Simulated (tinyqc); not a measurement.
Inside a calculation. Method: tight binding, kagome lattice. Computed by tinyqc, a small Python program that keeps every step. Settings: t1 = 1.84, t2 = 1.84, delta = 0, bands filled = 2. Command: `OMP_NUM_THREADS=1 python tinyqc.py 27313 27314 out.jsonl` (the two numbers bound the seeds that draw the settings). One thread of a shared host (Intel(R) Xeon(R) Processor @ 2.60GHz), about 0.01 s of CPU time with the checks.

## Bloch Hamiltonian at k

Parameters chosen for this model:
```
parameter     value                unit
t1         1.840000    eV, up triangles
t2         1.840000  eV, down triangles
delta             0        eV on site C
```

k point k (fractions of the reciprocal vectors): [0.480000, -0.030000]

H_AB = -t1 - t2 exp(-i k.a1), H_AC = -t1 - t2 exp(-i k.a2), H_BC = -t1 - t2 exp(i k.(a1 - a2)), H_CC = delta.

H(k) at k (eV), order A, B, C:
$$\begin{pmatrix}
0.000000 & -0.014509+0.230613i & -3.647409-0.344782i \\
-0.014509-0.230613i & 0.000000 & -0.003631+0.115535i \\
-3.647409+0.344782i & -0.003631-0.115535i & 0.000000
\end{pmatrix}$$

## Levels at k

Diagonalise the Hermitian matrix.

eigenvalues (eV): [-3.665491, -0.014509, 3.680000]

weights |c|^2 of the basis functions, order A, B, C:
$$\begin{pmatrix}
0.500497 & 0.000975 & 0.498528 \\
0.000498 & 0.995082 & 0.004420 \\
0.499005 & 0.003943 & 0.497053
\end{pmatrix}$$

## Bloch Hamiltonian at K

k point K (fractions of the reciprocal vectors): [0.333333, 0.666667]

As before.

H(k) at K (eV), order A, B, C:
$$\begin{pmatrix}
0.000000 & -0.920000+1.593487i & -0.920000-1.593487i \\
-0.920000-1.593487i & 0.000000 & -0.920000+1.593487i \\
-0.920000+1.593487i & -0.920000-1.593487i & 0.000000
\end{pmatrix}$$

## Levels at K

As before.

eigenvalues (eV): [-1.840000, -1.840000, 3.680000]

## Bands along a path

The same steps at evenly spaced points between the labelled ones.

Bands along the path (eV):
```
k             band 1     band 2    band 3
G          -7.360000   3.680000  3.680000
G-K 0.20   -7.041847   3.361847  3.680000
G-K 0.40   -6.142401   2.462401  3.680000
G-K 0.60   -4.817183   1.137183  3.680000
G-K 0.80   -3.295335  -0.384665  3.680000
K          -1.840000  -1.840000  3.680000
K-M 0.20   -2.462401  -1.217599  3.680000
K-M 0.40   -2.977183  -0.702817  3.680000
K-M 0.60   -3.361847  -0.318153  3.680000
K-M 0.80   -3.599583  -0.080417  3.680000
M          -3.680000          0  3.680000
M-K' 0.20  -3.599583  -0.080417  3.680000
M-K' 0.40  -3.361847  -0.318153  3.680000
M-K' 0.60  -2.977183  -0.702817  3.680000
M-K' 0.80  -2.462401  -1.217599  3.680000
K'         -1.840000  -1.840000  3.680000
```

With 2 band(s) filled, the highest filled level on these points lies at G and the lowest empty one at G-K 0.20: the bands touch or overlap, so there is no gap.
